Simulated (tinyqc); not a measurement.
Inside a calculation. Model: polycrystalline film, grain-boundary barriers (Seto model).

tinyqc, about 0.01 s, one thread, Intel Xeon 2.30GHz (shared host): `OMP_NUM_THREADS=1 python tinyqc.py 2610040 2610041 out.jsonl` Printed values are rounded.

One-dimensional grains of size Lg with donors N; each boundary has Qt acceptor-like traps per area at one level Et below the band edge. Trapped electrons qt deplete a width w = qt/N (both sides together) and raise a barrier Vb = q N w^2/(8 eps0 eps_r). Current crosses the barriers by thermionic emission at small bias. Abrupt depletion, full ionisation, Boltzmann statistics.

Values chosen for this exercise; values close to those of polycrystalline silicon: temperature T = 250 K; relative permittivity of the semiconductor eps_r = 11.7; grain size Lg = 200 nm; trap density at a boundary Qt = 3.2e12 cm^-2; donor density N = 1.3e17 cm^-3; mobility inside a grain mg = 190 cm^2/(V s); collection velocity at the barrier vc = 6.8e6 cm/s; conduction-band density of states at T Nc = 2.13e19 cm^-3; trap level below the band edge Et = 0.49 eV.

Constants: q = 1.602176634e-19 C, kB = 1.380649e-23 J/K, Vt = kB T/q, eps0 = 8.8541878128e-14 F/cm where lengths are in cm. Results are converted to the units shown.

## Critical doping and limits of the barrier

N* = Qt/Lg; fully depleted grains have Vb = q N Lg^2/(8 eps0 eps_r), filled traps Vb = q Qt^2/(8 eps0 eps_r N); the true barrier cannot exceed the smaller.

N* = 1.6e17 cm^-3
Vb, fully depleted = 1.00528 V
Vb, traps filled = 1.52280 V

## Iteration 1: trapped charge

qt at the start = 1.5e12 cm^-2

w = qt/N, Vb = q N w^2/(8 eps0 eps_r), out = Qt/(1 + 2 (Nc/N) exp((Vb - Et)/Vt)); qt(new) = qt + 0.06 (out - qt).

w = 115.385 nm
Vb = 0.334599 V
out = 2.57775e12 cm^-2
qt after iteration 1 = 1.56466e12 cm^-2

## Iteration 2: trapped charge

As before.

w = 120.359 nm
Vb = 0.364070 V
out = 1.64266e12 cm^-2
qt after iteration 2 = 1.56934e12 cm^-2

## Course of the iteration: trapped charge

Stop when qt changes by less than 10000 cm^-2, or after 60 iterations.

Course of the iteration:
```
iteration  qt (cm^-2)  |change| (cm^-2)
1          1.56466e12           6.47e10
2          1.56934e12            4.68e9
3          1.56889e12            4.60e8
4          1.56893e12            4.56e7
5          1.56893e12            4.53e6
6          1.56893e12            4.50e5
7          1.56893e12            4.47e4
8          1.56893e12              4440
```

Converged in 8 iterations. At the end each change is about 0.099 times the one before, with alternating sign: linear convergence.

## Barrier, resistivity and effective mobility

Partly depleted grains: the density at the grain centre is n0 = N and qt = Qt/(1 + 2 (Nc/N) exp((Vb - Et)/Vt)). If that gives qt >= N Lg, the grains are fully depleted: qt = N Lg, w = Lg and n0 = 2 Nc exp((Vb - Et)/Vt)/(Qt/(N Lg) - 1). Resistivity: barriers rb = Vt exp(Vb/Vt)/(q n0 vc Lg), grain interior rg = (1 - w/Lg)/(q mg N); effective mobility 1/(q N (rb + rg)).

qt = 1.56893e12 cm^-2
w = 120.687 nm
Vb = 0.366056 V
n0 = 1.3e17 cm^-3
rb = 1.82176e5 ohm cm
rg = 0.100209 ohm cm
effective mobility = 2.63546e-4 cm^2/(V s)

The grains are partly depleted, 49.0 % of the traps are filled and the barriers give 100 % of the resistivity.
